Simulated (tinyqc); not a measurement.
Inside a calculation. Method: tight binding, kagome lattice. Computed by tinyqc, a small Python program that keeps every step. Settings: t1 = 1.67, t2 = 0.99, delta = 0, bands filled = 2. Command: `OMP_NUM_THREADS=1 python tinyqc.py 31065 31066 out.jsonl` (the two numbers bound the seeds that draw the settings). One thread of a shared host (Intel(R) Xeon(R) Processor @ 2.60GHz), about 0.01 s of CPU time with the checks.

## Bloch Hamiltonian at k

Parameters chosen for this model:
```
parameter     value                unit
t1         1.670000    eV, up triangles
t2         0.990000  eV, down triangles
delta             0        eV on site C
```

k point k (fractions of the reciprocal vectors): [-0.36000, -0.42000]

H_AB = -t1 - t2 exp(-i k.a1), H_AC = -t1 - t2 exp(-i k.a2), H_BC = -t1 - t2 exp(i k.(a1 - a2)), H_CC = delta.

H(k) at k (eV), order A, B, C:
$$\begin{pmatrix}
0.00000 & -1.03895-0.76281i & -0.80246-0.47694i \\
-1.03895+0.76281i & 0.00000 & -2.59048-0.36444i \\
-0.80246+0.47694i & -2.59048+0.36444i & 0.00000
\end{pmatrix}$$

## Levels at k

Diagonalise the Hermitian matrix.

eigenvalues (eV): [-3.34727, 0.68727, 2.66000]

weights |c|^2 of the basis functions, order A, B, C:
$$\begin{pmatrix}
0.17993 & 0.80048 & 0.01959 \\
0.42633 & 0.05014 & 0.52353 \\
0.39374 & 0.14938 & 0.45688
\end{pmatrix}$$

## Bloch Hamiltonian at K

k point K (fractions of the reciprocal vectors): [0.33333, 0.66667]

As before.

H(k) at K (eV), order A, B, C:
$$\begin{pmatrix}
0.00000 & -1.17500+0.85737i & -1.17500-0.85737i \\
-1.17500-0.85737i & 0.00000 & -1.17500+0.85737i \\
-1.17500+0.85737i & -1.17500-0.85737i & 0.00000
\end{pmatrix}$$

## Levels at K

As before.

eigenvalues (eV): [-2.35000, -0.31000, 2.66000]

weights |c|^2 of the basis functions, order A, B, C:
$$\begin{pmatrix}
0.33333 & 0.33333 & 0.33333 \\
0.33333 & 0.33333 & 0.33333 \\
0.33333 & 0.33333 & 0.33333
\end{pmatrix}$$

## Bands along a path

The same steps at evenly spaced points between the labelled ones.

Bands along the path (eV):
```
k            band 1    band 2   band 3
G          -5.32000   2.66000  2.66000
G-K 0.20   -5.10549   2.44549  2.66000
G-K 0.40   -4.50486   1.84486  2.66000
G-K 0.60   -3.64707   0.98707  2.66000
G-K 0.80   -2.77038   0.11038  2.66000
K          -2.35000  -0.31000  2.66000
K-M 0.20   -2.43886  -0.22114  2.66000
K-M 0.40   -2.62302  -0.03698  2.66000
K-M 0.60   -2.80356   0.14356  2.66000
K-M 0.80   -2.92761   0.26761  2.66000
M          -2.97125   0.31125  2.66000
M-K' 0.20  -2.92761   0.26761  2.66000
M-K' 0.40  -2.80356   0.14356  2.66000
M-K' 0.60  -2.62302  -0.03698  2.66000
M-K' 0.80  -2.43886  -0.22114  2.66000
K'         -2.35000  -0.31000  2.66000
```

With 2 band(s) filled, the highest filled level on these points lies at G and the lowest empty one at K-M 0.60: the bands touch or overlap, so there is no gap.
